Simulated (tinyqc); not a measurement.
The best anneal temperature for the time t: solubility, supersaturation, precipitation and gettering of an impurity in a silicon-like host. Computed by tinyqc, a small Python program. Command: `OMP_NUM_THREADS=1 python tinyqc.py 3014440 3014441 out.jsonl ripen walk`. One thread of a shared host (Intel(R) Xeon(R) Processor @ 2.30GHz), about 0.01 s of CPU time with the checks.

The wafer was saturated at T1 and is then held at T.

Inputs (values chosen for the exercise, modelled on iron in silicon):

| quantity | value | unit |
|---|---|---|
| site density N0 | 5e+22 | 1/cm^3 |
| enthalpy of solution H | 2.99 | eV |
| entropy of solution S | 8.8 | k_B |
| diffusion prefactor D0 | 0.00082 | cm^2/s |
| migration energy Q | 0.663 | eV |
| temperature of saturation T1 | 1475 | K |
| anneal temperature T | 983 | K |
| sink density n | 2e+11 | 1/cm^3 |
| initial sink radius r0 | 14 | nm |
| impurity density in the precipitate C_p | 3.4e+22 | 1/cm^3 |
| interface energy gamma | 0.21 | J/m^2 |
| anneal time t | 2.2 | s |

Constants: k_B = 8.617333262e-05 eV/K; k_B = 1.380649e-23 J/K.

Method:
- C_eq(T) = N0 exp(S/k_B - H/(k_B T)); D(T) = D0 exp(-Q/(k_B T)); C0 = C_eq(T1). Supersaturation s = C0/C_eq(T); critical radius r* = 2 gamma/(C_p k_B T ln s); barrier W* = (4 pi/3) gamma r*^2. Strain energy is left out.
- r_f = [r0^3 + 3 (C0 - C_eq)/(4 pi n C_p)]^(1/3), tau_f = 1/(4 pi n r_f D).
- Growing sinks: with y = r/r_f and y0 = r0/r_f, dy/dt = (1 - y^3)/(3 tau_f y), which integrates to t/tau_f = F(y) - F(y0), F(y) = (1/2) ln[(1 + y + y^2)/(1 - y)^2] - sqrt(3) arctan[(2y + 1)/sqrt(3)]; the share of the excess left is (1 - y^3)/(1 - y0^3), and C(t) = C_eq + (C0 - C_eq) x share.

C0 = 2.01620e+16 1/cm^3

Dissolved share after t:

| T (K) | C_eq/C0 | tau_f (s) | C(t)/C0 |
|---|---|---|---|
| 664 | 3.3270e-13 | 3.4577e+01 | 9.4262e-01 |
| 767 | 3.7122e-10 | 7.2948e+00 | 7.5396e-01 |
| 885 | 1.5459e-07 | 1.9150e+00 | 3.3334e-01 |
| 1003 | 1.5573e-05 | 6.8861e-01 | 4.3985e-02 |
| 1121 | 5.9405e-04 | 3.0713e-01 | 1.4273e-03 |
| 1239 | 1.1325e-02 | 1.5987e-01 | 1.1326e-02 |
| 1342 | 9.7166e-02 | 9.9852e-02 | 9.7166e-02 |
| 1416 | 3.7525e-01 | 7.5494e-02 | 3.7525e-01 |

What follows from these numbers?

The lowest dissolved share among these rows is 0.0014 at 1121 K. Above it solubility sets the floor; below it diffusion is too slow for this time. Solubility falls with H = 2.99 eV and diffusion with Q = 0.663 eV. Caution: the barrier to homogeneous nucleation is below 35 k_B T for these inputs, so new precipitates would form and outnumber the fixed sinks assumed here.

Extremes, crossings and ranges named in words are read from the listed rows.
